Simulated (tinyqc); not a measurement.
Grain growth, pinning, strength and diffusional creep of a polycrystal or thin film: one step, computed by the program tinyqc. Command: `OMP_NUM_THREADS=1 python tinyqc.py 3006239 3006240 out.jsonl grain walk`. One thread of a shared host (Intel(R) Xeon(R) Processor @ 2.30GHz), about 0.01 s of CPU time with the checks.

One mean grain size d describes the structure.

Question. Grain size after the anneal. dd/dt = 2 M gamma (1/d - 1/d_lim) integrates to 2 M gamma t = d_lim (d0 - d) + d_lim^2 ln[(d_lim - d0)/(d_lim - d)]; without pinning d^2 = d0^2 + 4 M gamma t.

Inputs (values chosen for the exercise, for a model solid): boundary energy gamma = 0.81 J/m^2; anneal temperature T = 1436 K; anneal time t = 32 s; initial grain size d0 = 78 nm.

mobility M = 1.685095e-15 m^4/(J s)

limit d_lim = 1298.415 nm

Give: size without pinning; grain size d.

Answer.

size without pinning = 425.20 nm

grain size d = 380.35 nm

Pinning holds d to 89 % of the free value.
